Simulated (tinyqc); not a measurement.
Worked calculation: Hubbard chain of 2 sites. Computed by tinyqc, a small Python program that keeps every step. Settings: hopping = 1.83, U = 5.1, mixing = 1, iteration cap = 69. Command: `OMP_NUM_THREADS=1 python tinyqc.py 25342 25343 out.jsonl` (the two numbers bound the seeds that draw the settings). One thread of a shared host (Intel(R) Xeon(R) Processor @ 2.60GHz), about 0.1 s of CPU time with the checks. Later iterations appear only in the table of the cycle.

## Mean-field iteration 1

one-body matrix (hopping and site energies) (eV):
```
         1        2
1   0.0000  -1.8300
2  -1.8300   0.0000
```

U = 5.1000 eV

electrons, up and down: 1  1

mixing = 1

n(up) at the start (a guess, not normalised): 1 0.8000, 2 0.2000

n(down) at the start (a guess): 1 0.2000, 2 0.8000

H(up) = T + U n(down), H(down) = T + U n(up); fill the lowest levels; n(new) = n + mixing (n(out) - n); E = tr T (rho up + rho down) + U sum n_up n_down of the output.

levels, up (eV): 0.1647  4.9353

levels, down (eV): 0.1647  4.9353

energy = -1.3070 eV

n(up) after iteration 1: 1 0.8207, 2 0.1793

n(down) after iteration 1: 1 0.1793, 2 0.8207

## Mean-field iteration 2

As before.

levels, up (eV): 0.0956  5.0044

levels, down (eV): 0.0956  5.0044

energy = -1.3113 eV

n(up) after iteration 2: 1 0.8332, 2 0.1668

n(down) after iteration 2: 1 0.1668, 2 0.8332

## Convergence

Each step fills the lowest levels of T + U n(other spin) and sets n(new) = n + mixing (n(out) - n); stop when output and input agree to 1e-8.

Course of the cycle:
```
iteration     E (eV)  largest |n(out) - n(in)|  mean |n_up - n_down|
1          -1.307035                  2.07e-02                0.6414
2          -1.311302                  1.25e-02                0.6664
3          -1.312710                  7.03e-03                0.6805
4          -1.313130                  3.80e-03                0.6881
5          -1.313249                  2.01e-03                0.6921
6          -1.313282                  1.05e-03                0.6942
7          -1.313291                  5.43e-04                0.6952
8          -1.313293                  2.81e-04                0.6958
9          -1.313294                  1.45e-04                0.6961
10         -1.313294                  7.47e-05                0.6962
11         -1.313294                  3.85e-05                0.6963
...              ...                       ...                   ...
14         -1.313294                  5.26e-06                0.6964
15         -1.313294                  2.71e-06                0.6964
16         -1.313294                  1.39e-06                0.6964
17         -1.313294                  7.18e-07                0.6964
18         -1.313294                  3.70e-07                0.6964
19         -1.313294                  1.90e-07                0.6964
20         -1.313294                  9.81e-08                0.6964
21         -1.313294                  5.05e-08                0.6964
22         -1.313294                  2.60e-08                0.6964
23         -1.313294                  1.34e-08                0.6964
24         -1.313294                  6.90e-09                0.6964
```

local moments n_up - n_down: 1 0.6964, 2 -0.6964

Converged in 24 iterations. Before convergence this energy mixes input and output and is not variational, so it may rise towards its limit.

## The many-body Hamiltonian

Basis: all placements (u, d, 2, 0 on each site), up operators ordered before down ones; hops carry the sign of the same-spin electrons passed.

H (eV), lower triangle:
```
         20       ud       du      02
20   5.1000
ud  -1.8300   0.0000
du  -1.8300   0.0000   0.0000
02   0.0000  -1.8300  -1.8300  5.1000
```

## Exact diagonalisation (4 states)

Lowest levels of the sector, and the double occupancy of the lowest state.

lowest levels (eV): -1.9107  0.0000  5.1000  7.0107

double occupancy per site = 0.1071

The mean-field solution above lies 0.5974 eV above the exact energy.
